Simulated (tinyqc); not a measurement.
Periodic multilayer mirror for extreme ultraviolet light: one step. Coefficients of one period.

s polarisation, vacuum above. q_j = sqrt(N_j^2 - sin^2 theta); interface r_jk = (q_j - q_k)/(q_j + q_k) exp(-2 (2 pi/lam)^2 q_j q_k sg^2) (Nevot-Croce; sg = 0 if not given); phase factor of a layer x_j = exp(4 pi i q_j d_j/lam). Each period has the spacer (thickness (1 - Gm) L) on top of the absorber (Gm L). In this recursion R is the amplitude; R in tables and results is the reflectance, its squared modulus. The substrate is of the spacer material. Starting with R = 0 in it, each interface upward gives R -> (r + R x)/(1 + r R x), x that of the layer below the interface (1 for the substrate).

Values chosen for the exercise (optical constants near those of Mo and Si at 13.5 nm; not measured data): lam = 13.5 nm (wavelength); dA = (0.0741, 0.00653) (delta and beta of the absorber, N = 1 - delta + i beta); dS = (0.0008, 0.00186) (delta and beta of the spacer and the substrate); L = 7.08 nm (period); Gm = 0.47 (absorber share of the period); theta = 12 degrees (angle from the normal); sg = 0.2 nm (interface roughness).

Question. Form q, the three interface coefficients and the two phase factors.

Give: q; r; x.

Answer.

q: spacer 0.97733+0.00190i, absorber 0.90226+0.00670i

r: vacuum/spacer 0.00041-0.00096i, spacer/absorber 0.03932-0.00270i, absorber/spacer -0.03932+0.00270i

x: spacer -0.95683-0.26699i, absorber -0.92112+0.33298i

One interface reflects only 0.00155. The round-trip phase of a period is -4.3 degrees from a full turn and its amplitude 0.9730.

Program tinyqc; command `OMP_NUM_THREADS=1 python tinyqc.py 1682709 1682710 out.jsonl`; about 0.01 s on one thread of a shared Intel(R) Xeon(R) Processor @ 2.30GHz.
